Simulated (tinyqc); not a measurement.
Phase space against the mass ratio: three-phonon processes in a diatomic chain: dispersion, energy and momentum conservation, and decay channels of optical phonons. Computed by tinyqc, a small Python program. Command: `OMP_NUM_THREADS=1 python tinyqc.py 3121425 3121426 out.jsonl threeph walk`. One thread of a shared host (Intel(R) Xeon(R) Processor @ 2.30GHz), about 0.04 s of CPU time with the checks.

Cell length a, two atoms, one spring constant. x = q a/pi runs from -1 to 1; A and O are the acoustic and optical branches. Matrix elements are not computed: only conservation laws and occupation factors are followed.

Inputs (values chosen for the exercise, for a model chain): light mass m = 27 u; spring constant k = 7.8 eV/angstrom^2; temperature T = 500 K.

Constants: nu for 1 eV/(angstrom^2 u) = 15.6333042 THz; h x 1 THz = 4.135667696 meV; k_B = 8.617333262e-05 eV/K.

Method:
- omega^2 = k (1/m + 1/M) -/+ k sqrt((1/m + 1/M)^2 - 4 sin^2(pi x/2)/(m M)); nu = 15.6333042 THz x sqrt(omega^2) for eV/(angstrom^2 u).
- Processes for O(x): decay O -> A + A and O -> O + A with x = x' + x'' (mod 2), and absorption O + A -> O with x + x' = x'' (mod 2). Roots of the energy mismatch in x' are bracketed on 4001 points from -1 to 1 and refined. A process is umklapp (U) if the sum of wave numbers leaves (-1, 1]. Weight = occupation factor/|d mismatch/dx'|, the factor being 1 + n' + n'' for decay and n' - n'' for absorption. Pairs that differ only by exchanging two acoustic products count once, and the trivial root x' = 0 is left out.
- Total weight summed over channels and averaged over x = 0.05, 0.15, ..., 0.95, with m and k fixed; share of those x with an open channel.

Optical phonons:

| M/m | weight, A + A (1/THz) | weight, with O (1/THz) | share open |
|---|---|---|---|
| 1.1 | 0.31741 | 0 | 1.0 |
| 1.5 | 0.69143 | 0 | 1.0 |
| 2.0 | 0.40179 | 0 | 0.8 |
| 2.5 | 0.22841 | 0 | 0.5 |
| 2.9 | 0.17645 | 0 | 0.2 |
| 3.3 | 0.00000 | 0 | 0.0 |
| 3.7 | 0.00000 | 0 | 0.0 |
| 4.2 | 0.00000 | 0 | 0.0 |
| 6.0 | 0.00000 | 0 | 0.0 |

What does the comparison show, and why?

The A + A channel closes between M/m = 2.9 and 3.3 on this grid: energy conservation alone would allow it up to M/m = 4, where the optical bottom passes twice the acoustic top, but momentum must be conserved too. No channel with a second optical phonon opens at any ratio. A large gap that shuts such channels is one reason why crystals with very unequal masses can conduct heat well.
